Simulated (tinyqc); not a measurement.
Growth mode over temperature: epitaxial growth on a vicinal surface: Burton-Cabrera-Frank step flow, step-edge barrier and island nucleation. Computed by tinyqc, a small Python program. Command: `OMP_NUM_THREADS=1 python tinyqc.py 3012243 3012244 out.jsonl stepflow walk`. One thread of a shared host (Intel(R) Xeon(R) Processor @ 2.30GHz), about 0.01 s of CPU time with the checks.

Adatoms land at rate F, hop on a square grid (a simplification for hexagonal faces), desorb, or join steps. Lengths are in units of a and n is the adatom coverage. Steps ascend at x = 0 and descend at x = l.

Inputs (values chosen for the exercise, close to those used for GaAs(001)):

| quantity | value | unit |
|---|---|---|
| site spacing a | 4 | angstrom |
| step height h | 2.83 | angstrom |
| diffusion barrier E_d | 1.37 | eV |
| desorption energy E_a | 2.71 | eV |
| adatom formation energy E_f | 0.84 | eV |
| step-edge barrier E_s | 0 | eV |
| attempt frequency nu | 1 | THz |
| deposition rate F | 0.025 | layers/s |
| miscut angle | 1 | degrees |
| temperature T | 600 | C |
| critical nucleus size i | 1 | - |

Constants: k_B = 8.617333262e-05 eV/K.

Method:
- D = nu exp(-E_d/(k_B T)) (a^2/s, nu counted per direction); tau = exp(E_a/(k_B T))/nu; x_s = sqrt(D tau); n_eq = exp(-E_f/(k_B T)); terrace width l = h/(a tan(miscut)); Schwoebel length l_s = exp(E_s/(k_B T)) - 1.
- D n'' - n/tau + F = 0 with n(0) = n_eq and -l_s n'(l) = n(l) - n_eq. With u = n - F tau, A = n_eq - F tau, y = l/x_s, s = l_s/x_s: u = A cosh(x/x_s) + B sinh(x/x_s), B = A (1 - cosh y - s sinh y)/(sinh y + s cosh y). Flux into the ascending step J+ = D B/x_s, over the descending one J- = -(D/x_s)(A sinh y + B cosh y); step velocity J+ + J-; growth rate (J+ + J-)/l. For small y: J+ + J- = (F - n_eq/tau) l, J-/J+ = l/(l + 2 l_s).
- Island density on a flat surface without desorption: N = 0.25 (F/D)^(i/(i+2)) exp(E_i/((i+2) k_B T)) per site, with E_i = 0 for i = 1; spacing l_n = N^(-1/2). Step flow needs an effective width l_eff = 2 x(peak) below l_n.
- Temperatures in kelvin are T(C) + 273.15.
- x(peak) solves tanh(x/x_s) = -B/A. Rows where evaporation outweighs deposition are left out.

Scales:

| T (C) | x_s (a) | l_s (a) | incorporated share | l_n (a) | l_eff/l_n |
|---|---|---|---|---|---|
| 400 | 1.0380e+05 | 0 | 1.00000 | 7.220 | 5.6139 |
| 450 | 4.6705e+04 | 0 | 1.00000 | 9.478 | 4.2763 |
| 500 | 2.3302e+04 | 0 | 1.00000 | 12.013 | 3.3741 |
| 550 | 1.2651e+04 | 0 | 1.00000 | 14.793 | 2.7400 |
| 600 | 7.3656e+03 | 0 | 1.00000 | 17.787 | 2.2787 |
| 650 | 4.5473e+03 | 0 | 0.99999 | 20.965 | 1.9334 |
| 700 | 2.9500e+03 | 0 | 0.99997 | 24.296 | 1.6683 |
| 750 | 1.9964e+03 | 0 | 0.99984 | 27.754 | 1.4604 |
| 800 | 1.4012e+03 | 0 | 0.99908 | 31.313 | 1.2944 |

What follows from these numbers?

The ratio stays above 1: islands in every row. Incorporation goes from 100.0 % to 99.9 %.

Extremes, crossings and ranges named in words are read from the listed rows.
